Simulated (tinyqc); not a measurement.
# Elastic trap-assisted tunnelling through a dielectric, step by step

Numbers from tinyqc (`OMP_NUM_THREADS=1 python tinyqc.py 2370142 2370143 out.jsonl`; about 0.05 s on one thread of a shared Intel Xeon 2.30GHz). Printed values are rounded.

Emitter at x = 0 (Fermi level 0), collector at x = t (Fermi level -V), band edge U(x) = phi - F x, F = V/t. A trap at x has the energy E = U(x) - Et. With G(u) = (4/(3 F)) sqrt(mo/C) max(u, 0)^1.5, C = hbar^2/(2 m0): S1 = G(phi - E) - G(Et), S2 = G(Et) - G(phi - V - E), T1,2 = exp(-S1,2). The steady rate through one trap is nu T1 T2 (f1 - f2)/(T1 + T2), f1 = f(E), f2 = f(E + V), f(y) = 1/(1 + exp(y/Vt)); both contacts offer states at E.

Values chosen for this exercise; dielectric values close to those of aluminium oxide: temperature T = 350 K; barrier above the emitter Fermi level phi = 2.6 eV; tunnelling mass mo = 0.4 m0; thickness t = 4.2 nm; trap depth below the band edge of the dielectric Et = 2.38 eV; trap density Nt = 2.4e17 cm^-3; attempt frequency nu = 1e13 1/s; points of the grid n = 11; voltage V = 1.79 V; left end of the grid xa = 1.27 nm; right end of the grid xb = 2.47 nm.

Constants: q = 1.602176634e-19 C, kB = 1.380649e-23 J/K, hbar = 1.054571817e-34 J s, m0 = 9.1093837015e-31 kg, Vt = kB T/q, hbar^2/(2 m0) = 0.0380998212 eV nm^2. Results are converted to the units shown.

Range of the model: Phonon-assisted (inelastic) capture, chains of traps and a spread of trap depths are left out.

## Rate through a trap near the best position

n equally spaced x from xa to xb, where nearly all of the current flows; J = q Nt times the integral of the rate, by Simpson's rule.

```
point	x (nm)	E (eV)	S1	S2	f1 - f2	rate (1/s)
0	1.27000	-0.321262	13.3933	25.0225	0.999976	135.785
1	1.39000	-0.372405	14.7282	24.1861	0.999996	313.378
2	1.51000	-0.423548	16.0747	23.3314	0.999999	736.170
3	1.63000	-0.474690	17.4326	22.4589	1.00000	1751.46
4	1.75000	-0.525833	18.8018	21.5687	1.00000	4039.66
5	1.87000	-0.576976	20.1823	20.6614	1.00000	6569.48
6	1.99000	-0.628119	21.5739	19.7372	1.00000	3684.26
7	2.11000	-0.679262	22.9766	18.7964	1.00000	1034.62
8	2.23000	-0.730405	24.3903	17.8393	1.00000	255.149
9	2.35000	-0.781548	25.8149	16.8662	1	61.4708
10	2.47000	-0.832690	27.2503	15.8773	1	14.6331
```

J = 8.69060e-6 A/cm^2

A converged quadrature gives 8.630e-6 A/cm^2; this grid is 0.71 % above that. The rate peaks at x = 1.87 nm; traps sink below the emitter Fermi level beyond x = 0.516 nm.

## The best-placed trap against direct tunnelling

xs = 1.87 nm

At x = xs: E, S1, S2 and the occupation (T1 f1 + T2 f2)/(T1 + T2). Direct tunnelling at E = 0 has S = (4/(3 F)) sqrt(mo/C) [phi^1.5 - max(phi - V, 0)^1.5].

E = -0.576976 eV
S1 = 20.1823
S2 = 20.6614
occupation = 0.617535
S of direct tunnelling = 35.1077

The harder of the two steps has S = 20.7, 58.9 % of the direct exponent: the trap splits one long tunnelling path into two short ones.
